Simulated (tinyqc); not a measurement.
# Changing the electron mass m_e

Model: heavy doping: band filling, gap narrowing, band tails and the effective intrinsic density. Computed by tinyqc, a small Python program. Command: `OMP_NUM_THREADS=1 python tinyqc.py 3021779 3021780 out.jsonl gapnarrow sweep`. One thread of a shared host (Intel(R) Xeon(R) Processor @ 2.30GHz), about 0.05 s of CPU time with the checks.

An n-type crystal above its Mott density, with all dopants ionised: n = N_D - N_A, ionised centres N_I = N_D + N_A. Valleys are taken as spherical with mass m_e.

Inputs (values chosen for the exercise, modelled on CdS):

| quantity | value | unit |
|---|---|---|
| gap E_g | 2.47 | eV |
| valleys M_c | 1 | - |
| hole mass m_h | 0.809 | m_0 |
| dielectric constant eps | 8.93 | - |
| donor density N_D | 9.6e+18 | cm^-3 |
| compensation ratio N_A/N_D | 0 | - |
| temperature T | 300 | K |

Conduction band: non-parabolic (Kane).

Constants: a_0 = 0.529177210903 angstrom; Ry = 13.605693123 eV; k_B = 8.617333262e-05 eV/K; hbar^2/(2 m_0) = 3.80998212 eV angstrom^2; e = 1.602176634e-19 C; eps_0 = 8.8541878128e-12 F/m; e^2/(4 pi eps_0) = 14.39964548 eV angstrom.

Method:
- n = N_D (1 - ratio); Ry* = Ry m_e/eps^2, a* = a_0 eps/m_e; r_s = (3/(4 pi n))^(1/3)/a*; k_F = (3 pi^2 n/M_c)^(1/3); Mott density (0.26/a*)^3.
- n = M_c (1/(2 pi^2)) (m_e/(hbar^2/2m_0))^(3/2) int sqrt(E (1 + aE)) (1 + 2 aE) f dE with a = (1 - m_e)^2/E_g, f = 1/(1 + exp((E - E_F)/k_B T)); trapezoid rule in t = sqrt(E/k_B T), step 0.02 up to 12; E_F by bisection from the band edge.
- At T = 0, E_F (1 + a E_F) = (hbar^2/2m_0) k_F^2/m_e; dn/dE_F uses f (1 - f)/k_B T in place of f.
- Screening: q^2 = (e/(eps eps_0)) dn/dE_F. Exchange lowers the conduction band by (1/pi) k_F e^2/(4 pi eps_0 eps) (T = 0 Hartree-Fock at k_F, taken as a rigid shift). Screening raises the valence band by (q/2) e^2/(4 pi eps_0 eps) (static Coulomb hole). The narrowing is the sum; electron correlation and carrier-ion shifts are left out. Root-mean-square potential of randomly placed ions: V_rms = (e^2/(4 pi eps_0 eps)) sqrt(2 pi N_I/q).
- Absorption edge of a direct gap, from the valence band at k_F (T = 0 value) to the Fermi level: E_g - narrowing + E_F + (hbar^2/2m_0) k_F^2/m_h, k_F = (3 pi^2 n)^(1/3); the shift is the edge less E_g. n p/n_i^2 = exp(narrowing/k_B T) x (n/N) exp(-E_F/k_B T), N being the limit of n exp(-E_F/k_B T) far below the edge (taken at E_F = -12 k_B T); apparent narrowing = k_B T ln(n p/n_i^2).

One run for each value:

| electron mass m_e (m_0) | E_F above the band edge (meV) | gap narrowing (meV) | screening length 1/q (angstrom) | apparent narrowing (meV) |
|---|---|---|---|---|
| 0.064 | 234.17 | 62.936 | 27.623 | -90.361 |
| 0.083 | 182.72 | 66.280 | 24.783 | -45.609 |
| 0.110 | 138.29 | 70.354 | 22.025 | -7.984 |
| 0.140 | 107.73 | 74.167 | 19.948 | 17.096 |
| 0.180 | 81.61 | 78.343 | 18.079 | 37.710 |
| 0.230 | 60.50 | 82.452 | 16.554 | 53.501 |

Over the rows, E_F above the band edge (meV) falls from 234 to 60.5 (exponent d ln y / d ln x -0.95 between the first rows and -1.2 between the last); gap narrowing (meV) rises from 62.9 to 82.5 (exponent d ln y / d ln x between 0.20 and 0.22); screening length 1/q (angstrom) falls from 27.6 to 16.6 (exponent d ln y / d ln x -0.42 between the first rows and -0.36 between the last). At the low end the exponent of E_F above the band edge is -0.95, close to -1: the exponent of E_F = hbar^2 k_F^2/2m.  Left out: 0.300 (E_F is less than 2 k_B T above the edge). Left out: 0.390 (the density is below the Mott density).

Caution (rows 0.0640, 0.0830, 0.110, 0.140, 0.180): the screening length is well below a*, where static Thomas-Fermi screening overstates the Coulomb hole. Caution (rows 0.230): r_s is above 1.2, where these high-density terms are rough.

Extremes, crossings and ranges named in words are read from the listed rows.
